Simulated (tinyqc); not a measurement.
# Fermi-level pinning at a metal contact (Cowley-Sze model): effects of single changes

Interface states of density Ds lie behind a thin layer of thickness dl. Neglecting the depletion charge, the barrier for electrons is phi = S (pM - chi) + (1 - S) E0 with S = 1/(1 + q Ds dl/(eps0 ei)); the barrier for holes is Eg - phi.

Inputs (values chosen for the exercise); material values close to those of gallium arsenide: band gap Eg = 1.43 eV; electron affinity chi = 4.09 eV; density of interface states Ds = 4.4e13 cm^-2 eV^-1; depth of their neutrality level below the conduction edge E0 = 1.02 eV; thickness of the interface layer dl = 0.52 nm; its relative permittivity ei = 1.8; metal work function pM = 4.64 eV.

Constants: q = 1.602176634e-19 C, eps0 = 8.8541878128e-14 F/cm where lengths are in cm. Results are converted to the units shown.

Each table varies one quantity; the others keep the values above.

## Barrier against work function

phi is listed beside the Schottky-Mott value pM - chi.

Result of one run:

| pM (eV) | pM - chi (eV) | phi (eV) |
|---|---|---|
| 3.7 | -0.3900 | 0.5927 |

What becomes of these results when the metal work function pM is changed from 3.7 to 4.6 eV, all else the same?

Result of the changed run:

| pM (eV) | pM - chi (eV) | phi (eV) |
|---|---|---|
| 4.6 | 0.5100 | 0.8655 |

The whole series:

| pM (eV) | pM - chi (eV) | phi (eV) |
|---|---|---|
| 3.4 | -0.6900 | 0.5018 |
| 3.7 | -0.3900 | 0.5927 |
| 4 | -0.09000 | 0.6836 |
| 4.3 | 0.2100 | 0.7746 |
| 4.6 | 0.5100 | 0.8655 |
| 4.9 | 0.8100 | 0.9564 |
| 5.2 | 1.110 | 1.047 |
| 5.5 | 1.410 | 1.138 |
| 5.8 | 1.710 | 1.229 |

phi rises with slope S = 0.303, by 0.727 eV over 2.40 eV of work function, and equals the Schottky-Mott value at pM = chi + E0 = 5.11 eV.

## Unpinning by a thin insulator

Same model as above.

An inserted insulator of thickness t and permittivity 7.4 damps the metal-induced states, Ds(t) = Ds exp(-t/0.47 nm), and adds t/7.4 to dl/ei.

Results:

| t (nm) | Ds(t) (cm^-2 eV^-1) | S | phi (eV) |
|---|---|---|---|
| 0 | 4.400e13 | 0.3030 | 0.8776 |
| 0.3 | 2.324e13 | 0.4192 | 0.8230 |
| 0.6 | 1.228e13 | 0.5489 | 0.7620 |
| 1.2 | 3.425e12 | 0.7815 | 0.6527 |
| 1.5 | 1.809e12 | 0.8614 | 0.6151 |
| 1.8 | 9.554e11 | 0.9158 | 0.5896 |
| 2.1 | 5.046e11 | 0.9503 | 0.5734 |
| 2.4 | 2.666e11 | 0.9713 | 0.5635 |

Estimate the missing row, t = 0.9 nm.

Computed row:

| t (nm) | Ds(t) (cm^-2 eV^-1) | S | phi (eV) |
|---|---|---|---|
| 0.9 | 6.484e12 | 0.6749 | 0.7028 |

With this row back in the table: S rises from 0.303 to 0.971, and phi falls from 0.878 to 0.564 eV, towards pM - chi = 0.550 eV. The insulator also adds a tunnelling resistance, which is not counted here and sets a best thickness.

tinyqc, about 0.01 s, one thread, Intel Xeon 2.30GHz (shared host): `OMP_NUM_THREADS=1 python tinyqc.py 2430046 2430047 out.jsonl`
